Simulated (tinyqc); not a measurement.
Band edges of strained Si(1-x)Ge(x) on relaxed Si(1-y)Ge(y): one step. Gap and offsets against the buffer. Five cases, with inputs chosen for the exercise.

Problem. Buffer: Ev(y) and Ec = Ev(y) + min(ED, EL). dEc = Ec(buffer) - Ec(layer), dEv = Ev(layer) - Ev(buffer); positive values confine the carrier in the layer; type I if both have one sign.

Case 1.

Interpolated values (a in angstrom, C11, C12, C44 in GPa, all else in eV):
```
symbol,layer,buffer
a,5.468250,5.430000
Dso,0.085820,0.044000
av,2.277500,2.490000
b,-2.169700,-2.100000
d,-4.946700,-4.860000
C11,159.385000,166.100000
C12,61.461000,64.300000
C44,77.243000,79.300000
Ev,0.105400,0.000000
ED,1.081331,1.153000
EL,1.779120,1.994000
aD,1.527100,1.590000
aL,-3.175900,-3.300000
XuD,9.315000,9.230000
XuL,16.276200,16.470000
```

valley edges (eV): Delta x 1.115560, Delta y 1.115560, Delta z 1.230970, L [111] 1.892242, L [1-1-1] 1.892242, L [-11-1] 1.892242, L [-1-11] 1.892242

edges from the top (eV): 0.112706  0.077574  -0.018627

Case 2.

Interpolated values (a in angstrom, C11, C12, C44 in GPa, all else in eV):
```
symbol,layer,buffer
a,5.606378,5.563560
Dso,0.237220,0.192400
av,1.488400,1.708000
b,-2.436600,-2.352000
d,-5.208800,-5.126000
C11,136.322000,142.640000
C12,51.310000,54.100000
C44,69.672000,71.940000
Ev,0.530400,0.408000
ED,0.935099,0.960720
EL,1.011060,1.240200
aD,1.340800,1.456000
aL,-3.043600,-3.112000
XuD,9.263800,9.226000
XuL,15.583800,15.726000
```

valley edges (eV): Delta x 1.397212, Delta y 1.397212, Delta z 1.521224, L [111] 1.556274, L [1-1-1] 1.556274, L [-11-1] 1.556274, L [-1-11] 1.556274

edges from the top (eV): 0.548840  0.493523  0.269083

Case 3.

Interpolated values (a in angstrom, C11, C12, C44 in GPa, all else in eV):
```
symbol,layer,buffer
a,5.476600,5.433000
Dso,0.092800,0.044000
av,2.190000,2.430000
b,-2.204000,-2.120000
d,-4.860000,-4.740000
C11,158.240000,165.800000
C12,60.900000,64.200000
C44,77.160000,79.600000
Ev,0.126000,0.000000
ED,1.080680,1.160000
EL,1.765800,2.024000
aD,1.640000,1.730000
aL,-2.948000,-3.020000
XuD,9.096000,8.990000
XuL,16.118000,16.480000
```

valley edges (eV): Delta x 1.179034, Delta y 1.179034, Delta z 1.124734, L [111] 1.965000, L [1-1-1] 1.836707, L [-11-1] 1.836707, L [-1-11] 1.965000

edges from the top (eV): 0.132160  0.091271  -0.016704

Case 4.

Interpolated values (a in angstrom, C11, C12, C44 in GPa, all else in eV):
```
symbol,layer,buffer
a,5.562800,5.429000
Dso,0.190400,0.044000
av,1.724000,2.480000
b,-2.364000,-2.130000
d,-5.102000,-4.790000
C11,143.640000,167.100000
C12,54.860000,64.100000
C44,72.000000,80.100000
Ev,0.420000,0.000000
ED,0.976960,1.165000
EL,1.255200,2.022000
aD,1.554000,1.770000
aL,-2.888000,-3.200000
XuD,9.194000,9.080000
XuL,15.974000,16.370000
```

valley edges (eV): Delta x 1.271126, Delta y 1.271126, Delta z 1.271126, L [111] 2.079515, L [1-1-1] 1.600006, L [-11-1] 1.600006, L [-1-11] 1.600006

edges from the top (eV): 0.453295  0.356725  0.061039

Case 5.

Interpolated values (a in angstrom, C11, C12, C44 in GPa, all else in eV):
```
symbol,layer,buffer
a,5.610600,5.506762
Dso,0.239800,0.129100
av,1.494000,2.043000
b,-2.438000,-2.253500
d,-5.180000,-4.977500
C11,136.440000,151.830000
C12,52.000000,58.975000
C44,68.780000,75.485000
Ev,0.488000,0.213500
ED,0.946800,1.035675
EL,1.003400,1.569050
aD,1.396000,1.567000
aL,-3.014000,-3.000500
XuD,9.446000,9.324500
XuL,15.102000,16.006500
```

valley edges (eV): Delta x 1.265905, Delta y 1.265905, Delta z 1.573981, L [111] 1.526220, L [1-1-1] 1.526220, L [-11-1] 1.526220, L [-1-11] 1.526220

edges from the top (eV): 0.533290  0.432205  0.156032

Give: gap of the strained layer; gap of the buffer; dEc; dEv.

Solution.

Case 1.

gap of the strained layer = 1.0029 eV
gap of the buffer = 1.1530 eV
dEc = 0.0374 eV
dEv = 0.1127 eV

Type I: electrons collect in the layer (37 meV) and holes in the layer (113 meV). The relaxed layer would have a gap of 1.081 eV, so strain has moved it by -78 meV. An offset this small is within the spread of published parameter sets, so the type is not settled by this model.

Case 2.

gap of the strained layer = 0.8484 eV
gap of the buffer = 0.9607 eV
dEc = -0.0285 eV
dEv = 0.1408 eV

Type II: electrons collect in the buffer (28 meV) and holes in the layer (141 meV). The relaxed layer would have a gap of 0.935 eV, so strain has moved it by -87 meV. An offset this small is within the spread of published parameter sets, so the type is not settled by this model.

Case 3.

gap of the strained layer = 0.9926 eV
gap of the buffer = 1.1600 eV
dEc = 0.0353 eV
dEv = 0.1322 eV

Type I: electrons collect in the layer (35 meV) and holes in the layer (132 meV). The relaxed layer would have a gap of 1.081 eV, so strain has moved it by -88 meV. An offset this small is within the spread of published parameter sets, so the type is not settled by this model.

Case 4.

gap of the strained layer = 0.8178 eV
gap of the buffer = 1.1650 eV
dEc = -0.1061 eV
dEv = 0.4533 eV

Type II: electrons collect in the buffer (106 meV) and holes in the layer (453 meV). The relaxed layer would have a gap of 0.977 eV, so strain has moved it by -159 meV.

Case 5.

gap of the strained layer = 0.7326 eV
gap of the buffer = 1.0357 eV
dEc = -0.0167 eV
dEv = 0.3198 eV

Type II: electrons collect in the buffer (17 meV) and holes in the layer (320 meV). The relaxed layer would have a gap of 0.947 eV, so strain has moved it by -214 meV. An offset this small is within the spread of published parameter sets, so the type is not settled by this model.

Computed by tinyqc, one run a case: `OMP_NUM_THREADS=1 python tinyqc.py N N+1 out.jsonl` with N = 1050937, 1051077, 1051085, 1051379, 1051404; one thread of a shared Intel(R) Xeon(R) Processor @ 2.30GHz, about 0.02 s a run at most.
